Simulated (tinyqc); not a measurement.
# Resistance of a source-drain extension with a graded tip, step by step

Program tinyqc, `OMP_NUM_THREADS=1 python tinyqc.py 2282275 2282276 out.jsonl`; Intel Xeon 2.30GHz, shared host, one thread, about 0.03 s. Printed values are rounded.

y runs along the channel, the gate covers y > 0. The doping is N0 for y < y0 and N0 10^(-(y - y0)/la) beyond, uniform over the depth xj. Sheet conductance s(y) = q mu(N) max(N - Nch, 0) xj + (for y > 0) ma Cox Vo, with mu(N) = u0 + (u1 - u0)/(1 + (N/Nr)^au) and Cox = eps0 eox/tox. Current is taken as one-dimensional; depletion of the tip, spreading and the contact are left out. The metallurgical junction lies at yj, where N = Nch.

Parameters, values chosen for the exercise; mobility law close to that of electrons in silicon: relative permittivity of the gate insulator (close to silicon nitride) eox = 7.42; insulator thickness tox = 7.6 nm; active doping of the extension far from the gate N0 = 6.8e19 cm^-3; lateral abruptness la = 4.4 nm/decade; position under the gate where the fall begins (gate edge at 0) y0 = 3.7 nm; depth of the extension xj = 7 nm; channel doping Nch = 2.5e18 cm^-3; gate overdrive Vo = 0.86 V; mobility of the gate-induced layer ma = 220 cm^2/(V s); mobility at low doping u1 = 1414 cm^2/(V s); mobility at high doping u0 = 68.5 cm^2/(V s); reference doping Nr = 9.2e16 cm^-3; exponent au = 0.711; gate length Lg = 45 nm.

Constants: q = 1.602176634e-19 C, eps0 = 8.8541878128e-14 F/cm where lengths are in cm. Results are converted to the units shown.

## Sheet resistances and junction position

yj = y0 + la log10(N0/Nch); sheet resistance of the full extension 1/[q mu(N0)(N0 - Nch) xj] and of the gate-induced layer 1/(ma Cox Vo); metallurgical length Lg - 2 yj; ye is where the doped and the gate-induced conductances are equal.

yj = 10.01210 nm
sheet resistance of the extension = 1687.486 ohm/square
sheet resistance of the induced layer = 6114.203 ohm/square
metallurgical length = 24.97579 nm
ye = 6.350019 nm
N at ye = 1.699150e19 cm^-3

The gate takes over 3.66 nm before the junction, where N is still 6.80 times the channel doping.

## Resistance of the overlapped part

Midpoint rule on 11 equal steps from 0 to yj: R_ov = sum h/s(y), per width.

```
point     y (nm)    N (cm^-3)  doped conductance (uS)  sheet resistance (ohm/square)
0      0.4550956       6.8e19                592.5974                       1322.487
1       1.365287       6.8e19                592.5974                       1322.487
2       2.275478       6.8e19                592.5974                       1322.487
3       3.185669       6.8e19                592.5974                       1322.487
4       4.095860  5.527651e19                488.7955                       1532.921
5       5.006052  3.433041e19                314.7652                       2090.656
6       5.916243  2.132148e19                202.5192                       2731.697
7       6.826434  1.324207e19                128.5316                       3423.658
8       7.736625  8.224208e18                77.98413                       4140.139
9       8.646816  5.107783e18                41.43253                       4878.378
10      9.557008  3.172275e18                12.73861                       5672.400
```

R_ov = 27.087 ohm um

The exact integral is 27.106 ohm um; the coarse sum is 0.069 % below it.
